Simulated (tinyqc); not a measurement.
Worked calculation: delta-doped layer in the Thomas-Fermi potential. Values are carried at full precision from step to step, so a last printed digit may differ when a step is redone from the rounded ones.

All donors ionised in the plane z = 0, zero temperature, energies from the Fermi level EF of the Thomas-Fermi model, which lies at the bulk band edge; c = hbar^2/2m0, q = e^2/(4 pi eps0). gv = 1 equivalent valley, m_d = sqrt(m3^3/mz) in the plane. With n = (gv/3 pi^2)(m3 (-V)/c)^(3/2) and V'' = -(4 pi q/eps) n for z > 0, the solution is V = -b/(|z| + z0)^4 with sqrt(b) = 20/K, K = (4 pi q/eps)(gv/3 pi^2)(m3/c)^(3/2), and z0^5 = 4b/(e F0), e F0 = 2 pi q N/eps; 1e13/cm^2 = 1e-3/angstrom^2. Exchange and correlation are left out.

Constants: hbar^2/2m0 = 3.80998211 eV angstrom^2; e^2/(4 pi eps0) = 14.39964547 eV angstrom.

Inputs chosen for the exercise (near those of a delta-doped layer in GaAs; shifted at random, so the results belong to these values and not to a real crystal):
- m3 = 0.069 m0 (density-of-states mass of a valley)
- mz = 0.069 m0 (mass along z)
- eps = 12.9 (dielectric constant)
- N = 0.95 x 1e13/cm^2 (donor sheet density)

## The Thomas-Fermi well

Give K, b, e F0, z0 and the depth b/z0^4.

K = 0.0011546 eV^(-1/2) angstrom^-2
b = 3.0004e+08 eV angstrom^4
e F0 = 0.0066629 eV/angstrom
z0 = 178.29 angstrom
depth = 0.2970 eV

Half of the electrons lie within |z| < (2^(1/5) - 1) z0 = 26.5 angstrom. The mean donor spacing in the plane is 32.4 angstrom, against a Bohr radius 0.529177 eps/m3 = 98.9 angstrom: the orbits overlap many donors, so a smeared sheet is a fair model in the plane. Across the plane the Thomas-Fermi density is more peaked than that of the quantised subbands, the more so the fewer are filled.

## Profile

V = -b/(|z| + z0)^4, n and the share of electrons beyond |z|, (z0/(|z| + z0))^5, at z = 0, 0.1, 0.25, 0.5, 1 and 2 times z0; n = (eps/(4 pi q)) 20 b/(|z| + z0)^6, q = e^2/(4 pi eps0), 1/angstrom^3 = 1e24/cm^3.

Profile:
```
z (angstrom),V (eV),n (1e19/cm^3),share beyond
0.0,-0.2970,1.33,1.000
17.8,-0.2028,0.752,0.621
44.6,-0.1216,0.349,0.328
89.1,-0.0587,0.117,0.132
178.3,-0.0186,0.0208,0.031
356.6,-0.0037,0.00183,0.004
```

## Subbands

Subbands solve -(c/m_z) psi'' + V psi = E psi on 1280 points of spacing z0/80; up to ten levels for each group, kept if bound with an rms width below 2.5 z0.

List the bound levels with their rms width.

Subbands:
```
label,valleys g,m_d (m0),E (eV),rms z (angstrom)
0,1,0.0690,-0.1854,22.3
1,1,0.0690,-0.0799,55.0
2,1,0.0690,-0.0402,92.7
3,1,0.0690,-0.0170,151.3
4,1,0.0690,-0.0068,233.2
5,1,0.0690,-0.0018,394.6
```

The lowest level lies 38 % of the way up the well, and 1 follows 106 meV higher.

## Filling the subbands

At zero temperature n_i = g m_d (mu - E_i)/(2 pi c) for E_i < mu, c = hbar^2/2m0; find mu from sum n_i = N (1e13/cm^2 = 1e-3/angstrom^2).

mu = -0.0002 eV

n_i in the order of the list (1e13/cm^2): 0.534  0.230  0.115  0.048  0.019  0.005

6 subbands filled in part, the lowest with 56 % of the electrons. The potential was built for a Fermi level at 0; filling its quantised levels puts mu 0.1 % of the depth below that, which shows how nearly the two pictures agree.

## Estimate from a V-shaped well

Near z = 0 the well is -depth + e F0 |z|, whose levels are a (c (e F0)^2/m_z)^(1/3) with a = 1.018793 (even) and 2.338107 (odd); c = hbar^2/2m0, m_z = mz.

levels 0 and 1 (eV): -0.1596  0.0183

Level 0 comes out 26 meV too high, since screening flattens the true well away from the plane, and level 1 lands above the rim at 0.

## Checks

- Integral of the Thomas-Fermi density against N, 1e13/cm^2: both 0.9500.
- Lowest level on a finer grid (z0/200), eV: both -0.185.

Computed by tinyqc, a small Python program: `OMP_NUM_THREADS=1 python tinyqc.py 1252785 1252786 out.jsonl` (the numbers bound the seed that draws the inputs); one thread of a shared host (Intel(R) Xeon(R) Processor @ 2.30GHz), about 0.1 s for the whole set of steps.
